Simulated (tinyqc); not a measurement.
Epitaxial growth on a vicinal surface: Burton-Cabrera-Frank step flow, step-edge barrier and island nucleation: one step, computed by the program tinyqc.

Adatoms land at rate F, hop on a square grid (a simplification for hexagonal faces), desorb, or join steps. Lengths are in units of a and n is the adatom coverage. Steps ascend at x = 0 and descend at x = l.

Problem. Scales. D = nu exp(-E_d/(k_B T)) (a^2/s, nu counted per direction); tau = exp(E_a/(k_B T))/nu; x_s = sqrt(D tau); n_eq = exp(-E_f/(k_B T)); terrace width l = h/(a tan(miscut)); Schwoebel length l_s = exp(E_s/(k_B T)) - 1. Temperatures in kelvin are T(C) + 273.15.

Inputs (values chosen for the exercise, close to those used for GaAs(001)):
```
quantity                     value      unit
site spacing a                   4  angstrom
step height h                 2.83  angstrom
diffusion barrier E_d          1.3        eV
desorption energy E_a         2.65        eV
adatom formation energy E_f  0.973        eV
step-edge barrier E_s         0.24        eV
attempt frequency nu            10       THz
miscut angle                     1   degrees
temperature T                  520         C
```

Constants: k_B = 8.617333262e-05 eV/K.

Give: D; lifetime tau; diffusion length x_s; equilibrium coverage n_eq; terrace width l; Schwoebel length l_s.

Solution.

D = 54907 a^2/s

lifetime tau = 6893.6 s

diffusion length x_s = 19455 a

equilibrium coverage n_eq = 6.5680e-07

terrace width l = 40.533 a

Schwoebel length l_s = 32.496 a

l/x_s = 0.00208: nearly every adatom reaches a step.
